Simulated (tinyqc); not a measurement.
Worked calculation: quantum-confined Stark effect in a modulator well. Values are carried at full precision from step to step, so a last printed digit may differ when a step is redone from the rounded ones.

Constants: hbar^2/2m0 = 3.80998211 eV angstrom^2; e^2/(4 pi eps0) = 14.39964547 eV angstrom; hc = 1239.841984 eV nm.

Inputs chosen for the exercise (near those of a GaAs well in AlGaAs; shifted at random, so the results belong to these values and not to a real crystal):
```
symbol  value   unit      meaning
L       138     angstrom  well width
me      0.0652  m0        electron, well
mh      0.361   m0        heavy hole along z, well
F       70      kV/cm     field
Vc      0.238   eV        conduction offset
Vv      0.151   eV        heavy-hole offset
meb     0.0886  m0        electron, barrier
mhb     0.4     m0        heavy hole, barrier
Eg      1.431   eV        gap of the well
mp      0.162   m0        heavy hole in the plane
eps     12.5              dielectric constant
dE      18      meV       operating point below the zero-field line
G       8       meV       half width of the exciton line
```

## Estimate for hard walls

Second order: each level moves by -C m (e F)^2 L^4/(2c), C = (15/pi^2 - 1)/(24 pi^2), c = hbar^2/2m0, 1 kV/cm = 1e-5 eV/angstrom. It holds while e F L is no more than about twice 3 c pi^2/(m L^2).

Estimate:
```
carrier     shift (meV)  e F L over the level spacing
electron          -3.34                          1.06
heavy hole       -18.48                          5.89
```

The hole, 5.5 times heavier, carries 85 % of the estimated shift; for it the ratio exceeds 3, so second order overstates its shift, by 13 % at a ratio of 3 and 60 % at 8.

## Levels and envelopes

Envelopes on cells of 0.5 angstrom over the well |z| < L/2 and 45 angstrom of barrier on each side, psi = 0 beyond, psi'/m continuous (mean mass between points), c = hbar^2/2m0. The electron sees + e F z and the hole - e F z, each with its offset in the barriers; 1 kV/cm = 1e-5 eV/angstrom. Light holes, band mixing and escape by tunnelling are left out.

Ground levels, squared overlap and separation <z>_h - <z>_e without and with the field.

Results:
```
F (kV/cm)  E_e (meV)  E_h (meV)  overlap^2  separation (angstrom)
0              18.92       4.30      0.988                    0.0
70             10.77     -14.28      0.211                   61.8
```

The electron level moves by -8.15 meV (2.4 times the hard-wall estimate, since it leaks into the barriers and sees a wider well) and the hole level by -18.58 meV (1.01 times). For the hole, saturation lowers the shift and leakage raises it, so a ratio near 1 is a coincidence.

## Exciton

Exciton: in-plane function exp(-rho/lam), 1/mu = 1/me + 1/mp, E(lam) = c/(mu lam^2) - (q/eps) times the integral over k of Fm(k)(1 + (k lam/2)^2)^(-3/2), Fm(k) the double integral of psi_e^2 psi_h^2 exp(-k |z - z'|), q = e^2/(4 pi eps0); binding Eb = -E at the minimum. Line at Eg + E_e + E_h - Eb, strength proportional to overlap^2/lam^2.

Minimise over lam without and with the field.

Results:
```
F (kV/cm)  lam (angstrom)  Eb (meV)  line (eV)     nm  overlap^2/lam^2 (1e-4/angstrom^2)
0                   130.7      7.88     1.4463  857.2                             0.5785
70                  168.9      5.75     1.4217  872.1                             0.0740
```

The weaker binding gives back 2.13 meV of the red shift, leaving 24.6 meV; the strength falls to 13 %.

## Contrast at the operating point

With a Gaussian line of half width G, the absorption at E_op = line(0) - dE is proportional to strength x exp(-ln2 ((E_op - line)/G)^2); continuum absorption is left out. Give it at both fields, relative to the zero-field peak.

E_op = 1.4283 eV
wavelength = 868.0 nm

absorption without and with the field: [0.030, 0.080]

The field changes the absorption by +0.05 of the zero-field peak. With dE above 2G the Gaussian tail at zero field is weak; real tails fall only exponentially and absorb more.

## Checks

- Zero-field levels against the matching condition of the square well, meV: largest difference 2.2e-02.
- Slope d(E_e + E_h)/dF against minus the separation (Hellmann-Feynman), angstrom: both -61.8.

Run: tinyqc, `OMP_NUM_THREADS=1 python tinyqc.py 1280386 1280387 out.jsonl`; Intel(R) Xeon(R) Processor @ 2.30GHz, one thread, shared host; about 0.2 s of CPU time with all checks.
